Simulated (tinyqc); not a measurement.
Undoped symmetric double-gate MOSFET, analytic potential model: one step of the calculation.

An undoped body of thickness ts between two equal insulators and tied gates; long channel, electrons only, n = ni exp((psi - V)/Vt) with V the quasi-Fermi potential (0 at the source, Vd at the drain), constant mobility, no quantisation. Across the body psi(x) = V - 2 Vt ln[(ts/(2 beta)) sqrt(q ni/(2 eps0 eps_r Vt)) cos(2 beta x/ts)], x from the centre. Q is the electron charge per area of the whole body.

Task. Charges and drain current. beta (between 0 and pi/2) solves (Vg - V0 - V)/(2 Vt) = ln(beta) - ln(cos beta) + 2 r beta tan(beta). Q = 8 eps0 eps_r Vt beta tan(beta)/ts; I = mu (1/L)(4 eps0 eps_r/ts)(2 Vt)^2 [g(beta_s) - g(beta_d)] per width, g = beta tan(beta) - beta^2/2 + r beta^2 tan^2(beta), with beta_s at V = 0 and beta_d at V = Vd.

Values chosen for this exercise; material values close to those of silicon:
```
symbol  value        unit                                     meaning
T         400           K                                 temperature
eps_r    11.7              relative permittivity of the semiconductor
ts         25          nm                              body thickness
mu        380  cm^2/(V s)                            channel mobility
L         0.5          um                                 gate length
Vd          1           V                               drain voltage
```

Constants: q = 1.602176634e-19 C, kB = 1.380649e-23 J/K, Vt = kB T/q, eps0 = 8.8541878128e-14 F/cm where lengths are in cm. Results are converted to the units shown.

beta_s = 0.18703751
beta_d = 9.7028339e-8
r = 0.22935099

Give: Qs; Qd; g(beta_s); g(beta_d); I.

Result.

Qs = 4.045 nC/cm^2
Qd = 1.076e-12 nC/cm^2
g(beta_s) = 0.01819
g(beta_d) = 4.707e-15
I = 0.1089 uA/um

The term r beta^2 tan^2(beta), which gives the square law, makes up 1.58 % of g at the source.

Program tinyqc, `OMP_NUM_THREADS=1 python tinyqc.py 2440024 2440025 out.jsonl`; Intel Xeon 2.30GHz, shared host, one thread, about 0.01 s.
